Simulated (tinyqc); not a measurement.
Schottky diode by the thermionic emission-diffusion theory: one step of the calculation.

Metal on an n-type semiconductor with one parabolic valley; V > 0 is forward bias (metal positive). The band bends as a parabola over the depletion layer, by Vd = Vbi - V; no image force. Carriers drift and diffuse up to the interface and leave it with the velocity vR.

Task. Current density. J = q Nc [vR vD/(vR + vD)] exp(-phi/Vt) [exp(V/Vt) - 1]. The quasi-Fermi level drops by Vt ln[(vR + vD)/(vD + vR exp(-V/Vt))] over the layer.

Parameters, values chosen for the exercise; band and dielectric values close to those of gallium arsenide: temperature T = 300 K; barrier height seen from the metal phi = 0.42 eV; bias V = 0.076 V.

Constants: q = 1.602176634e-19 C, kB = 1.380649e-23 J/K, Vt = kB T/q. Results are converted to the units shown.

Nc = 4.3324814e17 cm^-3
vR = 1.0408295e7 cm/s
vD = 2.7101784e8 cm/s

Find: effective velocity; J; J over the pure emission value; drop of the quasi-Fermi level over the layer.

Result.

effective velocity = 1.002e7 cm/s
J = 1.096 A/cm^2
J over the pure emission value = 0.9630
drop of the quasi-Fermi level over the layer = 0.9218 meV

Emission limits the current: vD is more than five times vR.

tinyqc, about 0.01 s, one thread, Intel Xeon 2.30GHz (shared host): `OMP_NUM_THREADS=1 python tinyqc.py 2640066 2640067 out.jsonl`
